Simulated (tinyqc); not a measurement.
Conductivity against temperature: Debye-Callaway model of lattice thermal conductivity. Computed by tinyqc, a small Python program. Command: `OMP_NUM_THREADS=1 python tinyqc.py 3030233 3030234 out.jsonl callaway walk`. One thread of a shared host (Intel(R) Xeon(R) Processor @ 2.30GHz), about 0.01 s of CPU time with the checks.

Three acoustic branches with one velocity v, cut at omega_D = k_B Theta/hbar; x = hbar omega/(k_B T). v and Theta are separate inputs: Theta cuts off the heat-carrying modes, so C need not reach 3 k_B/V. gamma is an effective value that sets the umklapp rate. Heat flows along the wire.

Inputs (values chosen for the exercise, modelled on germanium):
```
quantity                               value        unit
sound velocity v                        3750         m/s
Debye temperature Theta                  367           K
volume per atom V                       22.6  angstrom^3
mean atomic mass M                     72.63           u
effective Grueneisen parameter gamma    2.06           -
umklapp exponent divisor b                 2           -
vacancy fraction n_v                  0.0022           -
wire diameter D                         0.49  micrometre
specularity p                            0.8           -
```

Sample: wire. Point defects: vacancies. Normal processes: left out.

Constants: k_B = 1.380649e-23 J/K; hbar = 1.054571817e-34 J s; u = 1.6605390666e-27 kg.

Method:
- A vacancy counts as a mass defect Delta M/M = -3 (the missing mass and twice its bonds), so Gamma = 9 n_v. A = V Gamma/(4 pi v^3).
- Rates: point defects A omega^4; umklapp B omega^2 T exp(-Theta/(b T)) with B = hbar gamma^2/(M v^2 Theta). Boundaries: v/Lambda_B with Lambda_B = D (1 + p)/(1 - p).
- kappa_1 = c int tau_C g dx, g = x^4 e^x/(e^x - 1)^2, c = (k_B/(2 pi^2 v)) (k_B T/hbar)^3, over 0 < x < min(Theta/T, 40), by 96 Gauss-Legendre points in s with x = x_max s^2; tau_C = tau_R, the inverse of the summed rates, and kappa = kappa_1.
- The boundary limit is C v^2/(3 x boundary rate), with C = 3 c int g dx / v^2.

Rayleigh coefficient A = 6.75258e-43 s^3

Kappa (W/(m K)):
```
T (K)  all processes  without point defects  boundary limit
3.7          0.61453                0.64763         0.64763
7.3           3.5241                 4.9738          4.9738
13            10.380                 28.090          28.090
22            19.711                 135.97          136.11
37            29.055                 561.48          629.18
62            35.577                 753.23          2212.3
110           35.663                 337.31          4924.5
180           29.603                 147.40          6646.0
290           22.210                 70.460          7496.1
480           15.550                 35.150          7877.9
```

kappa peaks among these rows at 110 K (T/Theta = 0.300) with 35.7 W/(m K). The exponent d ln kappa/d ln T is 2.57 at the cold end and -0.71 at the hot end, flatter than 1/T since point defects or boundaries still cut part of the spectrum. Point defects cost most at 62 K, a factor 21.2.

Extremes, crossings and ranges named in words are read from the listed rows.
